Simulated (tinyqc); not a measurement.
Stretching all distances: RHF, UHF, MP2, CISD and CCSD against full CI in the 3-21g basis, for H2, spin multiplicity 1. Computed by the program tinyqc with PySCF. Command: `OMP_NUM_THREADS=1 python tinyqc.py 113866 113867 out.jsonl`; one thread of a shared host (Intel(R) Xeon(R) Processor @ 2.60GHz), about 5 s.

Geometry (angstrom):
```
atom,x,y,z
H,0.0000,0.0000,0.0000
H,0.0000,0.0000,0.7260
```

All coordinates are multiplied by the scale. c0^2 is the weight of the RHF determinant in the lowest singlet FCI state (UHF is spin-contaminated and may lie near states of higher spin) and n(LUMO) the first natural occupation beyond the occupied space.

Full CI energy (hartree) and errors against it (kcal/mol):
```
scale,distance 1-2 (angstrom),E(FCI),RHF,UHF,MP2,CISD,CCSD,<S^2> UHF,c0^2,n(LUMO)
0.980,0.711,-1.14683,15.244,15.244,4.547,0.000,0.000,0.000,0.987,0.022
1.160,0.842,-1.14330,17.070,17.070,5.575,0.000,0.000,0.000,0.981,0.033
1.330,0.966,-1.12833,19.279,19.279,6.897,0.000,0.000,0.000,0.974,0.049
1.500,1.089,-1.10943,22.085,22.085,8.624,0.000,0.000,0.000,0.964,0.070
1.680,1.220,-1.08895,25.797,25.546,10.933,0.000,0.000,0.099,0.949,0.100
1.860,1.350,-1.06977,30.329,25.605,13.760,0.000,0.000,0.388,0.929,0.139
2.030,1.474,-1.05362,35.387,23.010,16.911,0.000,0.000,0.574,0.906,0.185
2.200,1.597,-1.03972,41.188,19.331,20.496,0.000,0.000,0.704,0.878,0.241
2.380,1.728,-1.02757,48.072,15.242,24.677,0.000,0.000,0.799,0.843,0.309
```

UHF parts from RHF first at scale 1.68 of those listed, where <S^2> leaves zero. The weight c0^2 goes from 0.99 to 0.84 and n(LUMO) from 0.02 to 0.31: static correlation grows as the bonds break into open-shell fragments. The spread of the error along the curve, which distorts its shape, is CISD 0.0, CCSD 0.0, UHF 10.4, MP2 20.1, RHF 32.8 kcal/mol. With two electrons CISD and CCSD are exact.
